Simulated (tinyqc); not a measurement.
Small-signal admittance of a forward-biased p+-n diode: two steps of the calculation.

Holes injected into a neutral base of width wb with an ohmic contact at its end; low injection, p0 far above the equilibrium density. A small voltage v exp(i w t), w = 2 pi f, modulates the edge density by p0 v/Vt, and the small-signal density obeys Dp d2p/dx2 = (1/tau + i w) p.

Parameters, values chosen for the exercise; permittivity close to that of gallium arsenide:
```
symbol   value    unit                                   meaning
T          300       K                               temperature
eps_r     12.9                             relative permittivity
Nd      3.3e15   cm^-3                 donor density of the base
Dp         4.6  cm^2/s                hole diffusion coefficient
tau       5e-8       s                             hole lifetime
wb         3.2      um                 width of the neutral base
p0      1.3e13   cm^-3  excess hole density at the junction edge
Na        3e18   cm^-3           acceptor density of the p+ side
f        1.9e7      Hz                          signal frequency
```

Constants: q = 1.602176634e-19 C, kB = 1.380649e-23 J/K, Vt = kB T/q, eps0 = 8.8541878128e-14 F/cm where lengths are in cm. Results are converted to the units shown.

Problem 1. Closed-form admittance. L = sqrt(Dp tau); direct current J = (q Dp p0/L) coth(wb/L); k = sqrt(1 + i w tau)/L; diffusion admittance Y = (q Dp p0/Vt) k coth(k wb) = G + i w C_diff; junction capacitance C_j = sqrt(q eps0 eps_r Nd/(2 Vr)) in the depletion approximation, with the remaining barrier Vr = Vt ln(Na/p0), a rough value under forward bias; base-width modulation is left out.

Wanted: L; J; k wb; Y; C_diff; C_j.

Solution 1.

L = 4.7958 um
J = 0.034258 A/cm^2
k wb = 1.2530+1.0605i
Y = 1.4765+0.9324i S/cm^2
C_diff = 0.0078103 uF/cm^2
C_j = 0.030754 uF/cm^2

G is 1.11 times its low-frequency value J/Vt, and C_diff is 0.254 times C_j.

Problem 2. The same by finite differences. 6 equal intervals, h = wb/6; u = small-signal density over its edge value, u_0 = 1, u_6 = 0; u_(i-1) + b u_i + u_(i+1) = 0 with b = -2 - h^2 (1/tau + i w)/Dp; Y = (q Dp p0/(Vt h)) (-b/2 - u_1), which includes the half box at the edge.

Give: b; u; Y on the mesh.

Solution 2.

b = -2.012-0.074i
u, node 1 to 5: 0.7943-0.0997i  0.6057-0.1419i  0.4351-0.1412i  0.2803-0.1102i  0.1371-0.0598i
Y on the mesh = 1.473+0.949i S/cm^2

tinyqc, about 0.01 s, one thread, Intel Xeon 2.30GHz (shared host): `OMP_NUM_THREADS=1 python tinyqc.py 2890203 2890204 out.jsonl`
